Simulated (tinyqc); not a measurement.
Kinetic Monte Carlo and master equation for a particle on a ring of sites with traps and bias: one step, computed by the program tinyqc.

7 sites on a ring, numbered 1 to 7. The saddle between i and i+1 lies at E0 + s b_i and site i at s eps_i; a force F tilts the landscape, with the saddle half-way.

Problem. Twelve steps of the residence-time algorithm. Start on site 1 at t = 0. Hop right if r1 is below the share right, else left; advance the clock by -ln(r2) times the mean stay.

Inputs (values chosen for the exercise, for a model defect): temperature T = 650 K.

Disorder: site traps.

Random numbers:
```
step,r1,r2
1,0.5716,0.5251
2,0.6874,0.4319
3,0.8724,0.0150
4,0.1905,0.4293
5,0.0321,0.4640
6,0.4381,0.1327
7,0.1799,0.7120
8,0.3134,0.0300
9,0.1457,0.3735
10,0.5426,0.9530
11,0.6782,0.2585
12,0.9681,0.3536
```

Rates, shares of right hops and mean stays:
```
site,k right (1/s),k left (1/s),share right,mean stay (s)
1,1127238,1028585,0.5228806,4.638599e-07
2,3409832,3111412,0.5228806,1.533450e-07
3,1858291,1695658,0.5228806,2.813771e-07
4,3009251,2745889,0.5228806,1.737577e-07
5,6146086,5608196,0.5228806,8.507538e-08
6,6146086,5608196,0.5228806,8.507538e-08
7,1825410,1665654,0.5228806,2.864456e-07
```

Give: Trajectory.

Solution.

Trajectory:
```
step,site,hop,wait (s),clock (s),net hops
1,1,left,2.988e-07,2.988e-07,-1
2,7,left,2.405e-07,5.393e-07,-2
3,6,left,3.573e-07,8.966e-07,-3
4,5,right,7.194e-08,9.685e-07,-2
5,6,right,6.533e-08,1.034e-06,-1
6,7,right,5.785e-07,1.612e-06,0
7,1,right,1.576e-07,1.770e-06,1
8,2,right,5.377e-07,2.308e-06,2
9,3,right,2.771e-07,2.585e-06,3
10,4,left,8.365e-09,2.593e-06,2
11,3,left,3.807e-07,2.974e-06,1
12,2,left,1.594e-07,3.133e-06,0
```
